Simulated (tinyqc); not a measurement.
Ways to converge the cycle: SCF convergence aids in the 6-311g basis, for H2, spin multiplicity 3. Computed by the program tinyqc with PySCF. UHF with one setting changed at a time; a run stops when the energy changes by less than 1e-09 hartree and the error matrix is below 1e-5. The start is the Wolfsberg-Helmholz matrix. Damping d keeps d of the old density; a shift (hartree) raises the virtual levels; DIIS n extrapolates F over n matrices.

Geometry (angstrom):

| atom | x | y | z |
|---|---|---|---|
| H | 0.0000 | 0.0000 | 0.0000 |
| H | 0.0000 | 0.0000 | 1.0440 |

lowest solution found by these runs and by PySCF with stability checks = -0.885843 hartree

Largest element of the error matrix X^T (FDS - SDF) X:

| iteration | plain | damping 0.3 | damping 0.6 | shift 0.4 | DIIS 3 | DIIS 8 |
|---|---|---|---|---|---|---|
| 1 | 4.2e-01 | 4.2e-01 | 4.2e-01 | 4.2e-01 | 4.2e-01 | 4.2e-01 |
| 2 | 7.0e-02 | 1.8e-01 | 2.8e-01 | 1.2e-01 | 7.0e-02 | 7.0e-02 |
| 3 | 1.9e-02 | 7.5e-02 | 1.9e-01 | 4.8e-02 | 1.2e-02 | 1.2e-02 |
| 4 | 6.2e-03 | 3.2e-02 | 1.3e-01 | 2.3e-02 | 9.8e-04 | 9.8e-04 |
| 5 | 2.1e-03 | 1.6e-02 | 8.5e-02 | 1.2e-02 | 2.6e-04 | 2.3e-04 |
| 6 | 7.5e-04 | 7.9e-03 | 5.7e-02 | 7.1e-03 | 1.3e-05 | 6.3e-07 |
| 8 | 1.0e-04 | 2.1e-03 | 2.6e-02 | 2.4e-03 | - | - |
| 10 | 1.4e-05 | 6.1e-04 | 1.2e-02 | 8.0e-04 | - | - |
| 14 | - | 5.5e-05 | 3.3e-03 | 9.7e-05 | - | - |
| 20 | - | 1.7e-06 | 4.9e-04 | 4.5e-06 | - | - |
| 30 | - | - | 2.4e-05 | - | - | - |

How each run ends:

| run | iterations | E (hartree) | state |
|---|---|---|---|
| plain | 12 | -0.885843 | lowest found |
| damping 0.3 | 20 | -0.885843 | lowest found |
| damping 0.6 | 40 | -0.885843 | lowest found |
| shift 0.4 | 20 | -0.885843 | lowest found |
| DIIS 3 | 7 | -0.885843 | lowest found |
| DIIS 8 | 7 | -0.885843 | lowest found |

What does the comparison show, and why?

6 of 6 runs reach the lowest solution found, in 7 to 40 iterations (fastest: DIIS 3, DIIS 8). Plain steps already contract here, so damping only slows them. DIIS 3 and DIIS 8 gain by cancelling the error over several earlier matrices, much as a quasi-Newton step does.
